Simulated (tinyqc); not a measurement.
## Ten-year voltage from two stress tests

Inverse problem. Lifetimes follow tau = t0 exp(B/Vd). Ten years are 3.15576e8 s. Find B, t0 and the drain voltage for ten years.

lifetimes at Vd = 2.3 and 2.6 V (s): [80000, 1307.75805]

Solution. ln(tau) is linear in 1/Vd.

B = 82.00 V
t0 = 2.628e-11 s
ten-year voltage = 1.867 V

Computed by the program tinyqc: `OMP_NUM_THREADS=1 python tinyqc.py 2550154 2550155 out.jsonl`, one thread of a shared Intel Xeon 2.30GHz, about 0.05 s for the whole run.
